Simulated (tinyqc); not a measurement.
Semiconductor laser, carrier and photon rate equations: two steps of the calculation.

Carrier density N and photon density S in one mode: dN/dt = F1 = eta I/(q V) - (A N + B N^2 + C N^3) - vg g S; dS/dt = F2 = G vg g S + G be B N^2 - S/tp, with g = g0 ln(N/Ntr)/(1 + ec S). Output power P = Fo Eph S V/(G tp). No heating, no carrier transport.

Parameters, values chosen for the exercise: active volume V = 1.5e-11 cm^3; confinement factor G = 0.049; group velocity vg = 7.01e9 cm/s; gain coefficient g0 = 1800 1/cm; transparency density Ntr = 2e18 cm^-3; gain compression ec = 9.3e-18 cm^3; photon lifetime tp = 2.5 ps; defect recombination coefficient A = 8.4e7 1/s; radiative coefficient B = 5.1e-11 cm^3/s; Auger coefficient C = 8e-30 cm^6/s; share of spontaneous emission into the mode be = 0.00053; injection efficiency eta = 0.74; share of cavity losses that is output Fo = 0.49; photon energy Eph = 1.27 eV; drive current I = 9.7 mA.

Constants: q = 1.602176634e-19 C. Results are converted to the units shown.

Problem 1. Threshold. gth = 1/(G vg tp), Nth = Ntr exp(gth/g0), Ith = q V (A Nth + B Nth^2 + C Nth^3)/eta. Above it S is near G tp eta (I - Ith)/(q V). Carrier lifetime at threshold Nth/(A Nth + B Nth^2 + C Nth^3).

Wanted: gth; Nth; Ith; estimate of S; carrier lifetime.

Solution 1.

gth = 1165 1/cm
Nth = 3.819e18 cm^-3
Ith = 4.906 mA
estimate of S = 1.808e14 cm^-3
carrier lifetime = 2.528 ns

Problem 2. Power, relaxation frequency, damping and bandwidth. Jacobian, with a = g0/(N (1 + ec S)) and d = g/(1 + ec S): J11 = -(A + 2 B N + 3 C N^2) - vg a S, J12 = -vg d, J21 = G vg a S + 2 G be B N, J22 = G vg d - 1/tp. wR^2 = det J, gamma = -trace J, fR = wR/(2 pi); the response wR^2/(wR^2 - w^2 + i gamma w) falls to 1/sqrt(2) at w^2 = x + sqrt(x^2 + wR^4), x = wR^2 - gamma^2/2 (f3dB = w/(2 pi)).

N = 3.822916636e18 cm^-3
S = 1.805313035e14 cm^-3

Wanted: P; fR; gamma; f3dB.

Solution 2.

P = 2.204 mW
fR = 2.459 GHz
gamma = 2.197 1/ns
f3dB = 3.807 GHz

Computed by the program tinyqc: `OMP_NUM_THREADS=1 python tinyqc.py 2840041 2840042 out.jsonl`, one thread of a shared Intel Xeon 2.30GHz, about 0.01 s for the whole run.
